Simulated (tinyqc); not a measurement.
# Ellipsometry and reflectance of a transparent film on an absorbing substrate, step by step

tinyqc, about 0.3 s, one thread, Intel Xeon 2.30GHz (shared host): `OMP_NUM_THREADS=1 python tinyqc.py 2870229 2870230 out.jsonl` Printed values are rounded.

Air (index 1), film, substrate with N2 = n2 - i k2; time factor exp(+i w t). q_j = sqrt(N_j^2 - sin^2 th), root with positive real part. Fresnel coefficients r_s = (q_a - q_b)/(q_a + q_b), r_p = (N_b^2 q_a - N_a^2 q_b)/(N_b^2 q_a + N_a^2 q_b). tan(Psi) exp(i Delta) = R_p/R_s, Delta taken from 0 to 360 degrees.

Values chosen for this exercise; indices close to those of silicon dioxide on silicon: wavelength lam = 800 nm; angle of incidence th = 60 degrees; index of the transparent film n1 = 1.461; film thickness d = 80 nm; index of the substrate n2 = 3.692; extinction coefficient of the substrate k2 = 0.0065.

## Interface coefficients and thickness period

q0, q1, q2 and the coefficients r01 and r12 for p and s; the results repeat in d with the period lam/(2 q1).

q0 = 0.5
q1 = 1.17666
q2 = 3.58899-0.00669i
r01,p = -0.0487523
r01,s = -0.403575
r12,p = 0.353511-0.000725i
r12,s = -0.506193+0.000693i
period = 339.946 nm

## Psi, Delta and reflectances

beta = 2 pi d q1/lam, X = exp(-2 i beta), R = (r01 + r12 X)/(1 + r01 r12 X) for p and s.

beta = 0.739315 rad
X = 0.092035-0.995756i
R_p = -0.023021-0.352229i
R_s = -0.519436+0.391186i
Psi = 28.4944 degrees
Delta = 123.244 degrees
|R_p|^2 = 0.124595
|R_s|^2 = 0.422840

The bare substrate gives Psi = 22.32 and Delta = 179.89 degrees.
